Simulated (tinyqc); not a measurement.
Film, cylinder and sphere at the same misfit: thermal stress, cracking, delamination and buckling of a thin film; Griffith cracks and misfitting inclusions. Computed by tinyqc, a small Python program. Command: `OMP_NUM_THREADS=1 python tinyqc.py 3027564 3027565 out.jsonl filmcrack walk`. One thread of a shared host (Intel(R) Xeon(R) Processor @ 2.30GHz), about 0.01 s of CPU time with the checks.

Isotropic linear elasticity; the substrate is much thicker than the film; stress is positive in tension.

Inputs (values chosen for the exercise, for a model film):
```
quantity,value,unit
film Young's modulus E,7.8,GPa
film Poisson ratio nu,0.25,-
film expansion alpha_f,8.45,1e-6/K
substrate expansion alpha_s,3,1e-6/K
deposition temperature T_d,650,K
final temperature T,300,K
intrinsic stress,-12,MPa
film thickness h,0.88,micrometre
substrate Young's modulus E_s,155,GPa
substrate Poisson ratio nu_s,0.22,-
```

Method. Thermal strain = (alpha_f - alpha_s)(T_d - T); stress = E/(1 - nu) x strain + intrinsic stress; plane-strain modulus Ebar = E/(1 - nu^2); G0 = stress^2 h/(2 Ebar) is the energy freed per area when a long strip loses its stress across its width. Thermal misfit e alone, mean stress = trace/3 and largest difference of principal stresses inside. Film: E e/(1 - nu) in two directions, 0 in the third. Cylinder: s0 = (1 + nu) e/[(1 + nu)(1 - 2 nu)/E + (1 + nu_s)/E_s] twice and s_zz = E e + 2 nu s0. Sphere: e/[(1 - 2 nu)/E + (1 + nu_s)/(2 E_s)] three times.

thermal strain = 0.0019075

Stresses inside (MPa):
```
shape,s1,s2,s3,mean,largest difference
film,19.838,19.838,0.000,13.225,19.838
cylinder,27.095,27.095,28.426,27.539,1.331
sphere,28.036,28.036,28.036,28.036,0.000
```

The mean stress in size is 13 MPa in the film, 28 in the cylinder and 28 in the sphere, while the largest difference, twice the largest shear stress, goes from 20 through 1 to 0. In a ductile solid shear can relax by slip and hydrostatic stress cannot, so a confined metal builds up the triaxial stress that opens voids.

Extremes, crossings and ranges named in words are read from the listed rows.
